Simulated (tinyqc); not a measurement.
Worked calculation: q-state Potts model on a small periodic square lattice: enumeration, Metropolis, heat-bath and Wolff steps. Computed by tinyqc, a small Python program that keeps every step. Command: `OMP_NUM_THREADS=1 python tinyqc.py 3111421 3111422 out.jsonl potts walk`. One thread of a shared host (Intel(R) Xeon(R) Processor @ 2.30GHz), about 0.09 s of CPU time with the checks. Intermediate numbers are printed to about 6 digits and carried at full precision; extremes and crossings named in words are read from the listed rows.

E = -J x (number of nearest-neighbour bonds with equal states); n x n sites with periodic edges have 2 n^2 bonds. Order parameter m = (q f - 1)/(q - 1), f being the largest share of one state. Sites are numbered row by row from 0. Here q = 4 and n = 3.

Inputs (values chosen for the exercise, for a model of domains or grain orientations):

| quantity | value | unit |
|---|---|---|
| number of states q | 4 | - |
| edge n | 3 | - |
| coupling J | 70 | meV |
| temperature T | 751 | K |
| seed | 927383 | - |

Update: Metropolis.

Constants: k_B = 8.617333262e-05 eV/K.

## Scales

K = J/(k_B T); the infinite square lattice orders at K_c = ln(1 + sqrt(q)); Wolff bond probability p = 1 - exp(-K).

K = 1.08165

K_c = 1.09861

T_c of the infinite lattice = 739.402 K

p = 0.660963

## Density of states

All q^(n^2) states are counted by their number b of equal bonds; weights g(b) exp(K b), K = J/(k_B T). Per site: u = -J <b>/n^2, c/k_B = K^2 (<b^2> - <b>^2)/n^2.

States by number of equal bonds:

| b | g(b) | probability |
|---|---|---|
| 0 | 1056 | 5.21514e-07 |
| 1 | 6048 | 8.80981e-06 |
| 2 | 26568 | 1.14148e-04 |
| 3 | 45360 | 5.74823e-04 |
| 4 | 63936 | 2.38979e-03 |
| 5 | 48384 | 5.33419e-03 |
| 6 | 34884 | 1.13435e-02 |
| 7 | 19872 | 1.90596e-02 |
| 8 | 10368 | 2.93306e-02 |
| 9 | 2784 | 2.32299e-02 |
| 10 | 2052 | 5.05020e-02 |
| 11 | 432 | 3.13594e-02 |
| 12 | 288 | 6.16638e-02 |
| 14 | 108 | 2.01172e-01 |
| 18 | 4 | 5.63917e-01 |

The most probable level has b = 18 of 18 bonds.

## Exact averages

ln Z = ln sum g(b) exp(K b); entropy per site s/k_B = (ln Z - K <b>)/n^2.

<b> = 15.2402

energy u = -118.535 meV/site

heat capacity c = 1.67390 k_B/site

entropy s = 0.549359 k_B/site

## Order parameter

The same sums with m: <m> and the Binder ratio U = 1 - <m^4>/(3 <m^2>^2).

<m> = 0.862551

Binder ratio U = 0.621515

## Eight single-site steps

start states:
```
   1  2  3
1  3  1  0
2  1  3  0
3  3  2  0
```

random numbers, one row a step:
```
        1       2       3
1  0.1691  0.9427  0.6027
2  0.3567  0.7782  0.0168
3  0.5618  0.5802  0.2711
4  0.4259  0.8893  0.5487
5  0.6453  0.2244  0.6200
6  0.6565  0.5905  0.2799
7  0.8692  0.0719  0.5923
8  0.2792  0.6889  0.5680
```

Site = floor(r1 n^2). Trial state = (old + 1 + floor(r2 (q - 1))) mod q; it is accepted if r3 < min(1, exp(K db)), db the change in equal bonds.

Steps:

| site | old | trial | db | acceptance | new |
|---|---|---|---|---|---|
| 1 | 1 | 0 | 1 | 1.00000 | 0 |
| 3 | 1 | 0 | 1 | 1.00000 | 0 |
| 5 | 0 | 2 | -3 | 0.03897 | 0 |
| 3 | 0 | 3 | 2 | 1.00000 | 3 |
| 5 | 0 | 1 | -2 | 0.11495 | 0 |
| 5 | 0 | 2 | -2 | 0.11495 | 0 |
| 7 | 2 | 3 | 2 | 1.00000 | 3 |
| 2 | 0 | 3 | -2 | 0.11495 | 0 |

states afterwards:
```
   1  2  3
1  3  0  0
2  3  3  0
3  3  3  0
```

## A longer run and its error bar

After 400 updates are discarded, b is recorded for 4000 sweeps of n^2 steps of the update named (random numbers not printed, so these rows are one sample). Records are averaged in blocks; the error is the scatter of block means over sqrt(number of blocks), and the last column its square over that for single records.

Blocking:

| block length | mean b | error | variance ratio |
|---|---|---|---|
| 1 | 15.1725 | 0.056893 | 1.00000 |
| 4 | 15.1725 | 0.102795 | 3.26451 |
| 16 | 15.1725 | 0.157334 | 7.64747 |
| 40 | 15.1725 | 0.170267 | 8.95644 |
| 100 | 15.1725 | 0.170254 | 8.95510 |

The run gives 15.172 +/- 0.170 (blocks of 40) against the exact 15.240, a difference of 0.4 error bars. Single records understate the error by a factor of about 3.0, because successive records are correlated.

## Across the transition

m and U = 1 - <m^4>/(3 <m^2>^2) from the same sums; K = K_c T_c/T.

Exact values for this lattice:

| T/T_c | share of equal bonds | c (k_B/site) | <m> | U |
|---|---|---|---|---|
| 0.50 | 0.999029 | 0.03874 | 0.999335 | 0.666546 |
| 0.70 | 0.985528 | 0.32687 | 0.989219 | 0.664286 |
| 0.85 | 0.945565 | 0.90265 | 0.955516 | 0.654798 |
| 0.95 | 0.892970 | 1.40626 | 0.907194 | 0.638595 |
| 1.00 | 0.858440 | 1.61963 | 0.874039 | 0.626098 |
| 1.10 | 0.778705 | 1.82864 | 0.794557 | 0.591632 |
| 1.25 | 0.659159 | 1.59038 | 0.669786 | 0.523088 |
| 1.50 | 0.521133 | 0.86995 | 0.519340 | 0.414918 |
| 2.00 | 0.405892 | 0.28627 | 0.391209 | 0.323174 |
| 3.00 | 0.336431 | 0.08243 | 0.317588 | 0.301231 |

c is largest, 1.83 k_B, at T/T_c = 1.1: on so small a lattice the transition is a broad bump. At T_c the infinite lattice has a share (1 + 1/sqrt(q))/2 = 0.750 of equal bonds, against 0.858 here. <m> stays at 0.32 at 3 T_c, since the largest share among 9 sites always exceeds 1/q on average.

Checks made by the program: number of states (relative difference below 1e-10).
